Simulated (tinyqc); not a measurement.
Resistance of a tapered via with liner, size effect and interface: one step of the calculation.

A round via whose diameter grows from db at the bottom as D(z) = db + 2 z/tan(ang). The fill, of diameter D - 2 tl, starts above the bottom liner (thickness fb tl) and has rho = rho0 (1 + ks lam/(D - 2 tl)); the sidewall liner conducts in parallel with it. The bottom liner and the interface are crossed over the full area pi db^2/4. Spreading in the lines above and below is left out.

Question. Total resistance. R_fill = sum of the slices; R_bottom = rl fb tl/(pi db^2/4); R_interface = ri/(pi db^2/4); ballistic (Sharvin) limit 1/(Sb pi (db - 2 tl)^2/4); ideal cylinder rho0 hv/(pi db^2/4).

Values chosen for this exercise; fill metal close to tungsten:
- db = 23 nm (diameter at the bottom)
- hv = 39 nm (height)
- rho0 = 5.41 uohm cm (bulk resistivity of the fill)
- tl = 3 nm (liner on the sidewall)
- fb = 1 (liner at the bottom over that on the sidewall)
- rl = 290 uohm cm (resistivity of the liner)
- ri = 4.1e-12 ohm cm^2 (interface resistivity at the bottom)
- Sb = 9.1e14 S/m^2 (ballistic conductance per area, about 3/(4 rho0 lam))

slice resistance, slice 0 to 8 (ohm): [1.6052557, 1.4887807, 1.3841230, 1.2897735, 1.2044523, 1.1270688, 1.0566894, 0.99251164, 0.93384289]

Wanted: parts; R; shares; ballistic limit; ideal cylinder.

Answer.

parts (ohm): fill 11.082, bottom liner 20.940, interface 0.98682
R = 33.009 ohm
shares (%): fill 33.574, bottom liner 63.436, interface 2.990
ballistic limit = 4.8414 ohm
ideal cylinder = 5.0783 ohm

The bottom liner is the largest part, and R is 6.50 times the ideal cylinder. With 2000 slices R = 33.012 ohm.

Computed by the program tinyqc: `OMP_NUM_THREADS=1 python tinyqc.py 2750113 2750114 out.jsonl`, one thread of a shared Intel Xeon 2.30GHz, about 0.01 s for the whole run.
